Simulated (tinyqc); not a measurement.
Comparisons within one model: two-node Weyl semimetal on a cubic lattice and its slab. A value that a table varies takes the place of the one given here.

H = d.s with dx = t sin kx, dy = t sin ky, dz = m (2 - cos kx - cos ky) + M(kz), M = tz (cos k0 - cos kz), k in 1/a. Nodes at (0, 0, +/-k0). Berry curvature of the lower band along z: Omega = d.(dd/dkx x dd/dky)/(2|d|^3), in the sense curl of i<u|grad u>.

Slab of N layers along x with hard walls: layer block t sin(ky) sy + (m (2 - cos ky) + M(kz)) sz, block to the next layer t sx/(2i) - m sz/2.

Parameters, chosen for this exercise:
- t = 0.42 eV (hopping in sx and sy)
- m = 0.85 eV (mass term)
- tz = 0.51 eV (hopping along z)
- k0 = 0.79 1/a (position of the nodes)
- k = (0.61, 0.38, 1.92) 1/a (wave vector)

## Planes of fixed kz and the Fermi arc

C is the sum of Omega over a 24 x 24 mesh, k = (j + 1/2) 2 pi/24, times (2 pi/24)^2/(2 pi). Slab of 30 layers at ky = 0: lowest positive level and weight of the middle pair on the two outer layers.

Against kz:

| kz (1/a) | M (eV) | C | slab level (eV) | surface weight |
|---|---|---|---|---|
| 0.000 | -0.1510 | -1.000 | 0.00000 | 0.287 |
| 0.400 | -0.1108 | -1.000 | 0.00000 | 0.216 |
| 1.200 | 0.1742 | -0.001 | 0.18250 | 0.004 |
| 1.600 | 0.3739 | 0.000 | 0.38027 | 0.002 |
| 2.000 | 0.5712 | 0.000 | 0.57694 | 0.002 |
| 2.400 | 0.7350 | 0.000 | 0.74049 | 0.002 |
| 2.800 | 0.8395 | 0.000 | 0.84482 | 0.002 |
| 3.142 | 0.8690 | 0.000 | 0.87425 | 0.002 |

C is -1 for kz below k0 = 0.79 and 0 above, within 0.001 on this mesh. Where C = -1 the slab has a level near zero (exactly zero for a thick slab) on its faces (weight 0.29 at kz = 0): these points form the arc from -k0 to +k0, of length 1.58/a. Towards the node M goes to zero and the state spreads into the bulk; beyond it the level follows M, raised by the confinement in the slab.

## Hybridisation of the two arcs

ky = 0, kz = 0; lowest positive level against the number of layers. On a half space the amplitudes are z1^n - z2^n with z the roots of (t + m) z^2/2 - (m + M) z + (m - t)/2 = 0.

Level:

| N | E (eV) |
|---|---|
| 3 | 0.1478 |
| 4 | 0.07414 |
| 5 | 0.03632 |
| 6 | 0.01633 |
| 8 | 0.001218 |
| 10 | 0.001186 |
| 12 | 0.0007734 |

z1, z2: 0.5504+0.1889i  0.5504-0.1889i

The larger root has |z| = 0.5819, so the level should fall by about |z|^2 = 0.339 for two more layers; from 10 to 12 it changes by a factor 0.652. The roots are complex, so the fall carries an oscillation.

## What each parameter does

|E| and Omega at k, the velocity tz sin(k0) and k0/pi. Each row changes one parameter from the base and keeps the others.

Results:

| case | \|E\| (eV) | Omega (a^2) | vz (eV a) | \|sigma_xy\| (e^2/(h a)) |
|---|---|---|---|---|
| base | 0.8005 | 0.0368 | 0.3623 | 0.2515 |
| t = 0.378 eV | 0.7907 | 0.0309 | 0.3623 | 0.2515 |
| m = 0.935 eV | 0.8205 | 0.0311 | 0.3623 | 0.2515 |
| tz = 0.459 eV | 0.7509 | 0.0361 | 0.3261 | 0.2515 |
| k0 = 0.711 1/a | 0.8262 | 0.0367 | 0.3328 | 0.2263 |

The largest shifts from the base row, up to three for each result and ties (the steps differ in size, so this ranks the rows, not the parameters). |E| (eV): tz -0.0496, k0 +0.0257, m +0.0200. Omega (a^2): t -0.0059, m -0.0057, tz -0.0007. vz (eV a): tz -0.0362, k0 -0.0295; unchanged at the printed digits by t and m. |sigma_xy| (e^2/(h a)): k0 -0.0251; unchanged at the printed digits by t, m and tz. The Hall conductivity depends on the separation of the nodes alone, with EF at the nodes and no further nodes.

Run: tinyqc, `OMP_NUM_THREADS=1 python tinyqc.py 1480920 1480921 out.jsonl`; Intel(R) Xeon(R) Processor @ 2.30GHz, one thread, shared host; about 0.1 s of CPU time with all checks.
